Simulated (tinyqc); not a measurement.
Voltage drop against the resistance from a pad node to the supply.

A grid of 17 by 17 nodes with segments Rx (rows) and Ry (columns); every node draws I1 and the central node kh I1; pads with resistance Rp sit at the nodes whose row and column are multiples of the pitch, counting from 0. The drops u = Vdd - V follow from G u = i, with G the conductance matrix and i the load currents, solved directly. Here the pitch is 8.

Parameters, values chosen for the exercise:
- Vdd = 0.75 V (supply voltage)
- Rx = 0.28 ohm (resistance of a horizontal segment)
- Ry = 0.14 ohm (resistance of a vertical segment)
- kh = 3 (factor on the load at the hot node)
- I1 = 0.26 mA (load current of a node in the large grid)

Voltage drop against the resistance from a pad node to the supply:
```
Rp (ohm)	pads	worst drop (mV)	mean drop (mV)	largest drop at a pad (mV)	largest pad current (mA)	worst drop over Vdd (%)
0.0088	9	1.334	1.083	0.1299	14.76	0.1779
0.017	9	1.412	1.159	0.2449	14.41	0.1883
0.035	9	1.580	1.324	0.4816	13.76	0.2107
0.07	9	1.907	1.639	0.8991	12.84	0.2543
0.14	9	2.542	2.254	1.642	11.73	0.3390
0.28	9	3.771	3.461	2.977	10.63	0.5027
0.56	9	6.170	5.841	5.462	9.754	0.8226
```

The worst drop rises from 1.33 to 6.17 mV and the mean drop rises from 1.08 to 5.84 mV. The worst drop goes as Rp^(0.09) between the first two rows and Rp^(0.71) between the last two. The central node is itself a pad.

Program tinyqc, `OMP_NUM_THREADS=1 python tinyqc.py 2770208 2770209 out.jsonl`; Intel Xeon 2.30GHz, shared host, one thread, about 0.09 s.
